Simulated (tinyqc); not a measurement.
## The weight eta from points of equal mobility

Problem. If the mobility depends on E = q (Ndep + eta Ns)/(eps0 eps_r) alone, two points of equal mobility on its falling branch have equal E. Find eta and E.

Values chosen for this exercise:
- eps_r = 11.5 (relative permittivity of the semiconductor)

Constants: q = 1.602176634e-19 C, eps0 = 8.8541878128e-14 F/cm where lengths are in cm. Results are converted to the units shown.

Ndep at two body biases (cm^-2): 1.4009998e12  2.4426708e12
Ns at which the mobility is the same (cm^-2): 7.6e12  5.3354979e12

Solution. eta is the ratio of the differences of Ndep and Ns.

eta = 0.4600
E = 0.7705 MV/cm

Numbers from tinyqc (`OMP_NUM_THREADS=1 python tinyqc.py 2510137 2510138 out.jsonl`; about 0.01 s on one thread of a shared Intel Xeon 2.30GHz).
